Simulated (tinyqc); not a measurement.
Coulomb enhancement above the gap: Wannier exciton and Elliott formula.

Values chosen for the exercise (out of a larger set: near those of GaAs; not measured data): xs = (0.04, 0.22, 0.85, 1.1, 5.7, 15, 38, 140) ((E - Eg)/Ry*).

Ry* = 3.9639 meV

With x = (E - Eg)/Ry* and y = pi/sqrt(x): S3 = y exp(y)/sinh(y), and S2 = exp(y)/cosh(y). Free-pair absorption goes as sqrt(x) in three dimensions and is constant in two.

Factors:
```
x        E - Eg (meV)  sqrt(x)      S3  S3 sqrt(x)     S2
0.040            0.16    0.200  31.416       6.283  2.000
0.22             0.87    0.469  13.396       6.283  2.000
0.85             3.37    0.922   6.823       6.290  1.998
1.1              4.36    1.049   6.006       6.299  1.995
15              59.46    3.873   2.021       7.829  1.670
38             150.63    6.164   1.595       9.831  1.470
1.4e+02        554.95   11.832   1.289      15.250  1.259
```

Give the missing row, x = 5.7.

Computed row:
```
x    E - Eg (meV)  sqrt(x)     S3  S3 sqrt(x)     S2
5.7         22.59    2.387  2.836       6.770  1.866
```

In three dimensions the product tends to 2 pi = 6.283 at the edge (6.283 in the first row), so the square-root onset becomes a step. Even 555 meV above the gap the enhancement is 1.29; it decays only as 1 + pi/sqrt(x) = 1.27. In two dimensions it never exceeds 2 and has fallen to 1.26. The last rows lie beyond the range of parabolic bands.

Run: tinyqc, `OMP_NUM_THREADS=1 python tinyqc.py 1280532 1280533 out.jsonl`; Intel(R) Xeon(R) Processor @ 2.30GHz, one thread, shared host; about 0.01 s of CPU time with all checks.
